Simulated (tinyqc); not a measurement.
Thermal and gravitational stress in a wafer during furnace and rapid thermal processing, and the onset of slip: one step, computed by the program tinyqc. Command: `OMP_NUM_THREADS=1 python tinyqc.py 3008043 3008044 out.jsonl slip walk`. One thread of a shared host (Intel(R) Xeon(R) Processor @ 2.30GHz), about 0.01 s of CPU time with the checks.

A thin free disc in plane stress, isotropic; T(r) = T_centre + dT (r/R)^n. Stress is positive in tension; sigma_SB = 5.670374419e-8 W/(m^2 K^4), g = 9.80665 m/s^2.

Question. Thermal stress. With x = r/R: s_rr = alpha E dT (1 - x^n)/(n + 2), s_tt = alpha E dT [1 - (n + 1) x^n]/(n + 2).

Inputs (values chosen for the exercise, for a model wafer):

| quantity | value | unit |
|---|---|---|
| Young's modulus E | 161 | GPa |
| expansion alpha | 4.51 | 1e-6/K |
| edge less centre temperature dT | -36 | K |
| exponent n of the profile | 6 | - |

Temperature profile: edge zone, power law.

Give: Temperature and stresses at r/R = 0, 0.3, 0.5, 0.7, 0.8, 0.9, 0.95, 1; hoop stress at the edge; r/R where s_tt = 0.

Answer.

Temperature and stresses at r/R = 0, 0.3, 0.5, 0.7, 0.8, 0.9, 0.95, 1:

| r/R | T - T_centre (K) | s_rr (MPa) | s_tt (MPa) |
|---|---|---|---|
| 0.00 | 0.00 | -3.267 | -3.27 |
| 0.30 | -0.03 | -3.265 | -3.25 |
| 0.50 | -0.56 | -3.216 | -2.91 |
| 0.70 | -4.24 | -2.883 | -0.58 |
| 0.80 | -9.44 | -2.411 | 2.73 |
| 0.90 | -19.13 | -1.531 | 8.89 |
| 0.95 | -26.46 | -0.866 | 13.55 |
| 1.00 | -36.00 | 0.000 | 19.60 |

hoop stress at the edge = 19.60497 MPa

r/R where s_tt = 0 = 0.7230

The cold edge is stretched; the edge stress is n times that at the centre in size.
